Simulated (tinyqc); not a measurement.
# Time-dependent dielectric breakdown: cell percolation, Weibull statistics, area scaling and voltage extrapolation, step by step

A worked calculation. Computed by tinyqc, a small Python program that keeps every step. Command: `OMP_NUM_THREADS=1 python tinyqc.py 3016591 3016592 out.jsonl tddb walk`. One thread of a shared host (Intel(R) Xeon(R) Processor @ 2.30GHz), about 0.01 s of CPU time with the checks. Intermediate numbers are printed to about 7 digits and carried at full precision; extremes and crossings named in words are read from the listed rows.

The oxide is divided into columns of area a^2, each holding m = t_ox/a cells (m is taken as continuous). A share lambda(t) = (t/t_1)^alpha of the cells is defective, and a column whose cells are all defective breaks down.

Inputs (values chosen for the exercise, for a model gate oxide):
```
quantity                                                   value  unit
oxide thickness t_ox                                         3.8    nm
defect cell size a                                           1.4    nm
exponent alpha of defect growth                             0.82     -
time t_1 at which the occupied share would reach 1       8.3e+07     s
test area A                                                   70  um^2
product area A_u                                          100000  um^2
stress voltage V                                            4.49     V
use voltage V_u                                              2.6     V
local exponent n = -d ln t/d ln V at the stress voltage       27     -
activation energy E_a                                       0.44    eV
stress temperature T                                         105     C
use temperature T_u                                           85     C
allowed failure fraction F                                 0.001     -
```

Voltage law used: power.

Constants: k_B = 8.617333262e-05 eV/K.

## Weibull parameters from the cell model

Failure fraction F = 1 - (1 - lambda^m)^N with N = A/a^2 columns, which for small lambda^m is 1 - exp(-(t/t63)^beta) with beta = alpha m and t63 = t_1 N^(-1/beta); critical share lambda(t63) = N^(-1/m). 1 um^2 = 1e6 nm^2.

cells per column m = 2.714286

columns N = 3.571429e+07

Weibull slope beta = 2.225714

characteristic life t63 = 33545.31 s

critical share of defective cells = 0.001649582

Times between F = 10 % and 90 % span a factor 4: the smaller beta = alpha m, the wider the scatter. Caution: t_1 is an input here; in a real oxide it changes with thickness at fixed voltage.

## A sample of breakdown times

uniform random numbers u: 0.7341  0.8145  0.6012  0.4015  0.0606  0.5981  0.4081  0.8154  0.0139

Each device fails at t = t63 (-ln(1 - u))^(1/beta). Sort the times; median rank F_i = (i - 0.3)/(n_s + 0.4) for n_s devices; W = ln(-ln(1 - F_i)).

Weibull plot:
```
i     t (s)        F_i      ln t          W
1   4927.92  0.0744681   8.50267  -2.558941
2   9653.20  0.1808511   9.17504  -1.611994
3  24860.75  0.2872340  10.12105  -1.082929
4  25100.62  0.3936170  10.13065  -0.692660
5  32178.20  0.5000000  10.37904  -0.366513
6  32300.73  0.6063830  10.38285  -0.070018
7  38061.76  0.7127660  10.54697   0.221108
8  42404.02  0.8191489  10.65500   0.536541
9  42458.98  0.9255319  10.65629   0.954505
```

## Fitting the sample

W = ln(-ln(1 - F_i)) with the median ranks F_i. Least squares in W: W = beta ln t - beta ln t63. Maximum likelihood: solve sum t^b ln t/sum t^b - 1/b = mean of ln t for b, then t63 = (mean of t^b)^(1/b).

slope by least squares = 1.409221

t63 by least squares = 33838.10 s

slope by maximum likelihood = 2.337099

t63 by maximum likelihood = 31378.99 s

The true values are beta = 2.226 and t63 = 33500 s. With 9 devices the standard error of the maximum-likelihood slope is about 0.78 beta/sqrt(n_s) = 0.58; the fits miss by -0.82 and +0.11, and t63 by +1 and -6 %.

## Projection to use conditions

All three voltage laws share the slope n at the stress voltage. Factor t(V_u)/t(V): E law exp(n (1 - V_u/V)); 1/E law exp(n (V/V_u - 1)); power law (V/V_u)^n. Temperatures in kelvin are T(C) + 273.15. Temperature factor exp[(E_a/k_B)(1/T_u - 1/T)]; area factor (A/A_u)^(1/beta); percentile factor (-ln(1 - F))^(1/beta); life = t63 x all four; 1 year = 3.15576e7 s.

voltage factor = 2549006

temperature factor = 2.125520

area factor = 0.03824033

percentile factor = 0.04489683

projected life = 9.887830 years

Area and percentile together cost 2.8 decades, voltage and temperature return 6.7; a ten-year target is missed.

## Three voltage laws

Life = t63 x voltage, temperature, area and percentile factors, the last three as above.

Log10 of the life in years:
```
V_u/V  V_u (V)      E law   1/E law  power law
1.00    4.4900  -5.411270  -5.41127  -5.411270
0.95    4.2655  -4.824972  -4.79411  -4.809807
0.90    4.0410  -4.238675  -4.10839  -4.175818
0.80    3.5920  -3.066080  -2.47978  -2.794699
0.70    3.1430  -1.893485  -0.38586  -1.228917
0.60    2.6940  -0.720889   2.40603   0.578646
0.50    2.2450   0.451706   6.31468   2.716540
0.40    1.7960   1.624301  12.17766   5.333110
```

At V_u/V = 0.9 the laws differ by 0.13 decades at most, and at 0.5 by 5.9. The E law is the most cautious and the 1/E law the most hopeful. Ten years are reached at V_u/V = 0.453 (E), 0.647 (1/E), 0.579 (power). Caution: the rows at low voltage extrapolate over many decades and cannot be tested.

Checks made by the program: Weibull form against the exact column count at t63 (relative difference 8e-09).
